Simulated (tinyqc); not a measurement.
Bandgap voltage reference from two bipolar transistors: two steps of the calculation.

Two transistors of area 1 and N carry the same current I. Is(T) = Is (T/T0)^eta exp[(Vg0 q/kB)(1/T0 - 1/T)], VBE1 = Vt ln(I/Is(T)) + I rb, VBE2 = Vt ln(I/(N Is(T))) + I rb/N. The amplifier forces I R1(T) = VBE1 - VBE2 + Vos, with R(T) = R (1 + tc (T - T0)) for both resistors, and the output is Vref = VBE1 + I R2(T). Base currents and the Early effect are neglected.

Inputs (values chosen for the exercise); values of the order met in silicon bipolar transistors: reference temperature T0 = 298 K; band-gap voltage extrapolated to 0 K Vg0 = 1.141 V; temperature exponent of the saturation current eta = 4; saturation current of the unit transistor at T0 Is = 3.1e-17 A; area ratio of the second transistor N = 10; resistor across which the difference of VBE falls, at T0 R1 = 22 kohm; temperature coefficient of both resistors tc = -1000 ppm/K; offset of the amplifier Vos = 2.1 mV; series resistance of the unit transistor rb = 0 ohm; output resistor at T0 R2 = 213.9 kohm.

Constants: q = 1.602176634e-19 C, kB = 1.380649e-23 J/K. Results are converted to the units shown.

Task 1. Operating point at the reference temperature. Vt = kB T/q; I = (Vt ln N + Vos)/(R1(T) - rb (1 - 1/N)). Evaluate at T = T0.

Wanted: Vt; I; Is(T); VBE1; I R2; Vref.

Result 1.

Vt = 0.02568 V
I = 2.783 uA
Is(T) = 3.100e-17 A
VBE1 = 0.6477 V
I R2 = 0.5953 V
Vref = 1.243 V

Task 2. Resistor for zero slope at T0, ideal case. With tc = 0, Vos = 0 and rb = 0 the current is proportional to T, dVBE/dT = (VBE - Vg0 - (eta - 1) Vt)/T, and Vref has zero slope at T0 when Vref = Vg0 + (eta - 1) Vt0. Find VBE1, its slope, that Vref, R2/R1 and the curvature d2Vref/dT2 = -(eta - 1) kB/(q T0).

Give: VBE1; dVBE/dT; Vref; R2/R1; curvature.

Result 2.

VBE1 = 0.6468 V
dVBE/dT = -1.917 mV/K
Vref = 1.218 V
R2/R1 = 9.661
curvature = -0.8675 uV/K^2

Program tinyqc, `OMP_NUM_THREADS=1 python tinyqc.py 2062142 2062143 out.jsonl`; Intel Xeon 2.30GHz, shared host, one thread, about 0.02 s.
